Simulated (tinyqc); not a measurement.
Inside a calculation. Model: square-lattice Ising model by mean field, Bethe lattice, transfer matrix, exact enumeration and Monte Carlo steps. Computed by tinyqc, a small Python program that keeps every step. Command: `OMP_NUM_THREADS=1 python tinyqc.py 3012607 3012608 out.jsonl ising walk`. One thread of a shared host (Intel(R) Xeon(R) Processor @ 2.30GHz), about 0.04 s of CPU time with the checks. Intermediate numbers are printed to about 6 digits and carried at full precision; extremes and crossings named in words are read from the listed rows.

H = -J sum over nearest pairs s_i s_j, s = +-1, no field, periodic boundaries; energies per site are in J. As a lattice gas or an alloy, s marks which species holds the site.

Inputs (values chosen for the exercise, for a model lattice): coupling J = 15.4 meV; temperature T = 771 K; strip width w = 2; factor on the grid 1.5, 1.85, 2.1, 2.45, 2.65, 3.1, 3.6, 4.4 of k_B T/J = 0.951.

Enumerated cell: 3 x 5. Monte Carlo rule: Wolff cluster.

Constants: k_B = 8.617333262e-05 eV/K.

## Reduced coupling

K = J/(k_B T). Onsager: k_B T_c/J = 2/ln(1 + sqrt 2); mean field: 4; Bethe lattice with z = 4: 2/ln 2.

K = 0.231789

critical temperatures (K): exact 405.525, Bethe 515.647, mean field 714.838

T lies above all three.

## Three theories of the infinite lattice

K = J/(k_B T). Mean field: m = tanh(4 K m), u = -2 m^2. Bethe: cavity field h = 3 artanh(tanh K tanh h), m = tanh(4h/3), u = -2 (tanh K + tanh^2 h)/(1 + tanh K tanh^2 h). Exact: m = [1 - sinh(2K)^(-4)]^(1/8) below T_c; u = -coth(2K) [1 + (2/pi)(2 tanh^2(2K) - 1) K1(k)], k = 2 sinh(2K)/cosh^2(2K), K1 the complete elliptic integral of the first kind. The largest root is taken.

m, mean field = 0

u, mean field = 0

cavity field h = 0

m, Bethe = 0

u, Bethe = -0.455451

m, exact = 0

u, exact = -0.508526

Against the exact energy mean field misses by +0.509 J and Bethe by +0.053 J. Mean field has no short-range order, so its energy is zero above its T_c.

## Transfer matrix

Strip of w sites, periodic across (for w = 2 the pair is joined by two bonds): T(s, s') = exp(K [sum_i s_i s'_i + (r(s) + r(s'))/2]), r(s) = sum_i s_i s_(i+1).

T, rows ++, +-, -+, --:
```
[[2.52731, 1.00000, 1.00000, 1.00000],
 [1.00000, 1.00000, 0.39568, 1.00000],
 [1.00000, 0.39568, 1.00000, 1.00000],
 [1.00000, 1.00000, 1.00000, 2.52731]]
```

## Free energy and correlation length of the strip

With the eigenvalues l1 > l2: -f/(k_B T) = ln(l1)/w per site; xi = 1/ln(l1/l2) rows.

three largest eigenvalues: [4.72776, 1.52731, 0.60432]

-f/(k_B T) = 0.776726

correlation length xi = 0.885002

xi/w = 0.443; for wide strips at T_c this ratio tends to 4/pi = 1.273, and T lies above T_c, where xi tends to a constant.

## Exact averages on the small cell

States of the 3 x 5 cell:
```
E (J)  |M|  count
-30     15      2
-22     13     30
-18      3     10
-18      9     10
-18     11     60
-14      1     60
-14      5     60
-14      7     90
-14      9    150
-14     11    150
-10      1    180
-10      3    330
-10      5    276
-10      7    390
-10      9    450
-6       1   1020
-6       3   1030
-6       5   1260
-6       7   1140
-6       9    300
-2       1   3150
-2       3   2850
-2       5   2220
-2       7    870
2        1   4170
2        3   3480
2        5   1590
2        7    240
6        1   2940
6        3   1590
6        5    540
10       1   1020
10       3    660
10       5     60
14       1    330
14       3     60
```

Weights count x exp(-K E); N = 15; u = <E>/N, c = K^2 (<E^2> - <E>^2)/N in k_B, Binder U = 1 - <M^4>/(3 <M^2>^2).

ln Z / N = 0.754902

u, cell = -0.591954

heat capacity c, cell = 0.193598

<|m|>, cell = 0.396319

Binder cumulant U = 0.264046

The cell energy lies -0.083 J from the infinite lattice: periodic images add correlation. <|m|> stays finite although the infinite lattice has m = 0.

## The methods across T_c

The grid values of k_B T/J times the given factor are rounded to 3 figures before use.

Order and energy:
```
k_B T/J    T (K)  m mean field   m Bethe   m exact  <|m|> cell   u Bethe   u exact    u cell    U cell
1.43     255.555      0.992264  0.990306  0.990098    0.988010  -1.96392  -1.96355  -1.96081  0.663964
1.76     314.529      0.976669  0.965731  0.962672    0.952907  -1.88075  -1.87603  -1.86431  0.653889
2.00     357.419      0.957504  0.928584  0.911319    0.901814  -1.76765  -1.74556  -1.73738  0.636534
2.33     416.393      0.917958  0.827952  0.000000    0.800019  -1.50875  -1.29375  -1.50099  0.594031
2.52     450.348      0.887083  0.721980  0.000000    0.735000  -1.28862  -1.08922  -1.35523  0.560691
2.95     527.193      0.789812  0.000000  0.000000    0.603403  -0.65314  -0.83797  -1.06464  0.473860
3.42     611.187      0.620310  0.000000  0.000000    0.501993  -0.56868  -0.68062  -0.83896  0.383678
4.18     747.006      0.000000  0.000000  0.000000    0.407499  -0.46955  -0.52819  -0.61919  0.277838
```

At k_B T/J = 1.43 all values of m agree within 0.005. At 2.33 the exact m is 0 while Bethe gives 0.83, mean field 0.92 and the cell 0.80: neglect of fluctuations raises T_c, and a finite cell rounds the transition. U falls from 0.664 (2/3 when ordered) to 0.278 (0 for a large disordered system).

## One Wolff cluster

start configuration, 5 x 5, rows and columns numbered from 1:
```
[[1, -1, 1, 1, 1],
 [1, 1, 1, -1, -1],
 [1, 1, 1, 1, -1],
 [1, 1, 1, 1, 1],
 [1, -1, 1, 1, 1]]
```

seed site (row, column): [1, 1]

random numbers, used in order: [0.628, 0.284, 0.939, 0.308, 0.121, 0.901, 0.859, 0.358, 0.275, 0.307, 0.174, 0.845, 0.490, 0.698, 0.799, 0.333, 0.960, 0.123, 0.443, 0.684, 0.290, 0.171, 0.527, 0.058, 0.003, 0.361, 0.926, 0.547, 0.723, 0.070, 0.483, 0.607, 0.594, 0.112, 0.825, 0.207, 0.630, 0.953, 0.155, 0.056, 0.417, 0.666, 0.092, 0.790, 0.345, 0.001, 0.286, 0.770, 0.743, 0.318, 0.959, 0.562]

p = 1 - exp(-2K). Take sites from a first-in first-out queue; test the neighbours up, down, left, right that have the same spin and are not yet in the cluster, one random number each; add if u < p; flip the cluster at the end.

bond probability p = 0.370971

Tests:
```
test   from     to      u  added
1     (1,1)  (5,1)  0.628     no
2     (1,1)  (2,1)  0.284    yes
3     (1,1)  (1,5)  0.939     no
4     (2,1)  (3,1)  0.308    yes
5     (2,1)  (2,2)  0.121    yes
6     (3,1)  (4,1)  0.901     no
7     (3,1)  (3,2)  0.859     no
8     (2,2)  (3,2)  0.358    yes
9     (2,2)  (2,3)  0.275    yes
10    (3,2)  (4,2)  0.307    yes
11    (3,2)  (3,3)  0.174    yes
12    (2,3)  (1,3)  0.845     no
13    (4,2)  (4,1)  0.490     no
14    (4,2)  (4,3)  0.698     no
15    (3,3)  (4,3)  0.799     no
16    (3,3)  (3,4)  0.333    yes
17    (3,4)  (4,4)  0.960     no
```

cluster size = 9

configuration after the flip:
```
[[-1, -1, 1, 1, 1],
 [-1, -1, -1, -1, -1],
 [-1, -1, -1, -1, -1],
 [1, -1, 1, 1, 1],
 [1, -1, 1, 1, 1]]
```

The cluster holds 9 of the 20 sites with the spin of the seed; p is below the critical 2 - sqrt 2 = 0.586.

Checks made by the program: ln Z of the cell against the trace of a power of the transfer matrix (relative difference below 1e-10).
